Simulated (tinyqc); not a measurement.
Inside a calculation: valley splitting in a one-orbital chain of atomic planes (second-neighbour model). Values are carried at full precision from step to step, so a last printed digit may differ when a step is redone from the rounded ones.

Each (001) plane carries one orbital with energy e0, hopping v to the next plane and u to the second: E(phi) = e0 + 2 v cos(phi) + 2 u cos(2 phi), where phi = pi - k a/4 (the sign of every second orbital is chosen so that v > 0, which shifts the phase by pi). The minimum lies at cos(phi0) = -v/(4u), phi0 = pi - (pi/2) k0 for a valley at k0 (2 pi/a), and e0 puts it at zero. A slab of N planes has hard walls: the matrix simply ends.

Constants: hbar^2/2m0 = 3.80998211 eV angstrom^2.

Values chosen for the exercise (near those of the Delta valleys of silicon; abrupt walls in this chain split the valleys several times more than measured wells; not measured data):
- a = 5.433 angstrom (lattice constant; planes lie a/4 apart)
- k0 = 0.844 2 pi/a (position of the valley)
- ml = 0.911 m0 (longitudinal mass)
- N = 12 (planes in the small slab)

## Hoppings from the valley position and mass

The curvature at the minimum is d2E/dphi2 = 8 u sin^2(phi0) = (2c/ml)/(a/4)^2 with c = hbar^2/2m0; v = -4 u cos(phi0); e0 = 2u + v^2/(4u).

phi0 = 1.81584 rad
u = 0.60218 eV
v = 0.58436 eV
e0 = 1.34613 eV

## The bulk band

E at phi = j pi/10.

Band:
```
phi/pi  E (eV)
0.0     3.7192
0.1     3.4320
0.2     2.6638
0.3     1.6609
0.4     0.7329
0.5     0.1418
0.6     0.0106
0.7     0.2870
0.8     0.7728
0.9     1.2090
1.0     1.3818
```

## Hamiltonian of the slab

e0 on the diagonal, v and u on the first and second off-diagonals.

H (eV):
```
[[1.3461, 0.5844, 0.6022, 0, 0, 0, 0, 0, 0, 0, 0, 0],
 [0.5844, 1.3461, 0.5844, 0.6022, 0, 0, 0, 0, 0, 0, 0, 0],
 [0.6022, 0.5844, 1.3461, 0.5844, 0.6022, 0, 0, 0, 0, 0, 0, 0],
 [0, 0.6022, 0.5844, 1.3461, 0.5844, 0.6022, 0, 0, 0, 0, 0, 0],
 [0, 0, 0.6022, 0.5844, 1.3461, 0.5844, 0.6022, 0, 0, 0, 0, 0],
 [0, 0, 0, 0.6022, 0.5844, 1.3461, 0.5844, 0.6022, 0, 0, 0, 0],
 [0, 0, 0, 0, 0.6022, 0.5844, 1.3461, 0.5844, 0.6022, 0, 0, 0],
 [0, 0, 0, 0, 0, 0.6022, 0.5844, 1.3461, 0.5844, 0.6022, 0, 0],
 [0, 0, 0, 0, 0, 0, 0.6022, 0.5844, 1.3461, 0.5844, 0.6022, 0],
 [0, 0, 0, 0, 0, 0, 0, 0.6022, 0.5844, 1.3461, 0.5844, 0.6022],
 [0, 0, 0, 0, 0, 0, 0, 0, 0.6022, 0.5844, 1.3461, 0.5844],
 [0, 0, 0, 0, 0, 0, 0, 0, 0, 0.6022, 0.5844, 1.3461]]
```

## Levels and the valley doublet

Diagonalise H. The two lowest levels are the doublet made from the valleys at +k0 and -k0; give their splitting, the weights of the lowest state, and its parity under reversal of the planes.

levels (eV): [0.1062, 0.1182, 0.3890, 0.4599, 0.7623, 0.9554, 1.1630, 1.2883, 1.7581, 2.4746, 3.1176, 3.5611]

splitting = 11.92 meV

weights on the planes: [0.026, 0.064, 0.007, 0.200, 0.031, 0.173, 0.173, 0.031, 0.200, 0.007, 0.064, 0.026]

parity of the lowest state: odd

The mean of the doublet lies 0.1122 eV above the bulk minimum, and level 3 lies 0.2768 eV above that mean; the weights oscillate from plane to plane because the two valleys interfere.

## Checks

- Mean of the doublet for 400 planes against the effective-mass level with W = 402 a/4 (meV): both 0.1384.

Computed by tinyqc, a small Python program: `OMP_NUM_THREADS=1 python tinyqc.py 1450342 1450343 out.jsonl` (the numbers bound the seed that draws the inputs); one thread of a shared host (Intel(R) Xeon(R) Processor @ 2.30GHz), about 0.01 s for the whole set of steps.
